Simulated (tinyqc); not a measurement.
Off-state leakage of single and stacked transistors: one step of the calculation.

n-channel devices of unit width. Subthreshold current I(Vg, Vs, Vd) = I0 (T/300 K)^0.5 exp[(Vg - Vs - VT(T) - gb (Vs - Vb) + dd (Vd - Vs))/(nf Vt)] (1 - exp(-(Vd - Vs)/Vt)), VT(T) = VT - cT (T - 300 K). Gate-edge tunnelling Ig (Vd/1 V) exp(ag (Vd - 1 V)), for a gate at 0 V, and band-to-band leakage Ab u exp(-Bb/u), u = Vd - Vb + 1 V, flow at a drain held at V; both are taken as independent of T. In a stack of off transistors (all gates at 0 V) the same subthreshold current passes through each.

Task. New Vx. Stack of two, Vx the node between them: I_low = I(0, 0, Vx), I_up = I(0, Vx, V), f = ln(I_up/I_low), f' = -(1 + gb + 2 dd)/(nf Vt) - 1/(Vt (exp(Vx/Vt) - 1)) - 1/(Vt (exp((V - Vx)/Vt) - 1)), Vx(new) = Vx - f/f'.

Values chosen for this exercise; values of the order met in bulk silicon logic transistors:
```
symbol  value   unit                                             meaning
T         358      K                                         temperature
V         0.8      V                                      supply voltage
VT       0.36      V        threshold at 300 K, zero drain and body bias
cT        0.6   mV/K              fall of the threshold with temperature
I0       0.31  uA/um                       current at threshold at 300 K
nf       1.37                                               slope factor
dd       0.17                            drain-induced lowering per volt
gb        0.1         rise of the threshold per volt of source-body bias
Vb       -0.3      V                                        body voltage
```

Constants: q = 1.602176634e-19 C, kB = 1.380649e-23 J/K, Vt = kB T/q. Results are converted to the units shown.

Vx at the start = 0.094 V

Wanted: I_low; I_up; f; f'; Vx after iteration 1.

Result.

I_low = 0.1054 nA/um
I_up = 0.1124 nA/um
f = 0.06381
f' = -35.69 1/V
Vx after iteration 1 = 0.09579 V

tinyqc, about 0.03 s, one thread, Intel Xeon 2.30GHz (shared host): `OMP_NUM_THREADS=1 python tinyqc.py 2242192 2242193 out.jsonl`
